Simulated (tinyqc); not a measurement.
Mirror strength against the number of periods: longitudinal sound in a periodic multilayer: transfer matrices, stop bands and folded phonons. Computed by tinyqc, a small Python program. Command: `OMP_NUM_THREADS=1 python tinyqc.py 3027536 3027537 out.jsonl multilayer walk`. One thread of a shared host (Intel(R) Xeon(R) Processor @ 2.30GHz), about 0.01 s of CPU time with the checks.

Layers 1 and 2 repeat with period d = d_1 + d_2; waves travel normal to the layers, without loss. State vector (u, s): displacement u and stress divided by omega. Impedances Z = rho v are in 1e6 kg/(m^2 s).

Inputs (values chosen for the exercise, modelled on gallium arsenide (layer 1), aluminium arsenide (layer 2) and silica (substrate)):
```
quantity            value    unit
density rho_1        5.32  g/cm^3
velocity v_1         4800     m/s
thickness d_1         191      nm
density rho_2        3.78  g/cm^3
velocity v_2         5600     m/s
thickness d_2         228      nm
substrate density    2.19  g/cm^3
substrate velocity   5990     m/s
frequency f          9.05     GHz
```

Method:
- Z = rho v; interface reflection r = (Z_2 - Z_1)/(Z_2 + Z_1) (stress amplitude, from 1 into 2); Bragg frequency f_B = 1/[2 (d_1/v_1 + d_2/v_2)]; long-wave velocity v_eff = d/sqrt[(d_1/v_1)^2 + (d_2/v_2)^2 + (Z_1/Z_2 + Z_2/Z_1)(d_1/v_1)(d_2/v_2)].
- A layer maps (u, s) by [[cos p, sin p/Z], [-Z sin p, cos p]], p = 2 pi f d_i/v_i; one period is M = M_2 M_1, and cos(q d) = trace(M)/2.
- For N periods A = M^N. A wave comes from a thick layer of material 1 and leaves into the substrate (Z_s): transmitted power T = 4 Z_1 Z_s/|Z_1 A_22 + Z_s A_11 - i (Z_1 Z_s A_12 - A_21)|^2, reflected power R = 1 - T.

Bragg frequency f_B = 6.21072 GHz

Z_2 = 21.168

Z_1 = 25.536

Z of the substrate = 13.1181

trace(M)/2 = -0.144183

Transmitted power:
```
N     T at f_B  T at f_B (dB)   T at f
1      0.97911      -0.091685  0.93954
2      0.99819     -0.0078845  0.88265
3      0.94899       -0.22737  0.95040
4      0.84422       -0.73544  0.87843
6      0.56466        -2.4821  0.88524
8      0.32185        -4.9235  0.90127
12    0.082732        -10.823  0.94067
16    0.019071        -17.196  0.94824
24  9.5715e-04        -30.190  0.88138
```

What follows from these numbers?

At f_B each further period removes 1.62 dB at large N, which is 20 log10 of the impedance ratio, 1.63 dB, as for a quarter-wave stack; 99 % reflection needs N = 24 among these rows. At f, in a pass band, T does not decay with N.
